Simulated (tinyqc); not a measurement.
Across the gap: metal-induced gap states at the contact of a metal chain and a two-band chain.

The semiconductor alternates sites A at -Eg/2 and C at +Eg/2 with hopping -t; the gap runs from -Eg/2 to Eg/2. In the gap cosh(q a) = 1 + (Eg^2/4 - E^2)/(2 t^2) and the amplitude changes by -exp(-q a) a period. The metal has site energy 0 and hopping -tm; its end site has g_m = (E - i sqrt(4 tm^2 - E^2))/(2 tm^2). Sites 1, 2, ... count into the semiconductor, with energies e1, e2 alternating. The clean half chain has g1 = 1/(E - e1 - t^2 g2), g2 = 1/(E - e2 - t^2 g1), decaying root. With the contact G11 = 1/(1/g1 - tc^2 g_m), and the density on site j is -Im G_jj/pi = |psi_j/psi_1|^2 (-Im G11/pi), per spin, with psi_2/psi_1 = -t g2, psi_3/psi_2 = -t g1.

Parameters, chosen for this exercise (gap and optical dielectric constant near those of GaN; the chain itself is a model; shifted at random, so the results belong to these values and not to a real crystal):
- Eg = 3.47 eV (gap)
- t = 2.43 eV (hopping in the semiconductor)
- tm = 1.85 eV (hopping in the metal)
- tc = 2.04 eV (hopping across the contact)
- end = C (site that touches the metal)
- a = 3.19 angstrom (period (two sites); one chain for each area a^2)

E = f Eg. Share on C: the part of the summed density that lies on C sites, whose orbitals make the conduction edge.

Gap states:
```
f      E (eV)  xi = 1/(2q) (angstrom)  D1 (1/eV)  D2 (1/eV)  sum (1/eV)  share on C
-0.48  -1.666                    7.99     0.0020     0.0801      0.2495       0.024
-0.40  -1.388                    3.75     0.0093     0.0549      0.1121       0.145
-0.30  -1.041                    2.83     0.0179     0.0407      0.0867       0.305
-0.15  -0.520                    2.39     0.0301     0.0287      0.0797       0.512
0.00    0.000                    2.28     0.0423     0.0210      0.0840       0.668
0.15    0.520                    2.39     0.0552     0.0152      0.0955       0.784
0.30    1.041                    2.83     0.0709     0.0101      0.1198       0.875
0.40    1.388                    3.75     0.0856     0.0062      0.1603       0.932
0.48    1.666                    7.99     0.1068     0.0018      0.3301       0.984
```

The decay length xi of the density is shortest at mid-gap, 2.28 angstrom, and grows to 8.0 near the edges. The summed density is least at f = -0.15 (0.0797) and largest at f = 0.48 (0.3301 1/eV). The share on C goes from 0.02 to 0.98 and passes one half near f = -0.159, a point that depends on which site ends the chain. The states turn from valence-like to conduction-like across the gap; the branch point, where the decay is fastest, lies at mid-gap in this symmetric chain and is the usual estimate of the neutrality level.

Computed by tinyqc, a small Python program: `OMP_NUM_THREADS=1 python tinyqc.py 1481304 1481305 out.jsonl` (the numbers bound the seed that draws the inputs); one thread of a shared host (Intel(R) Xeon(R) Processor @ 2.30GHz), about 0.01 s for the whole set of steps.
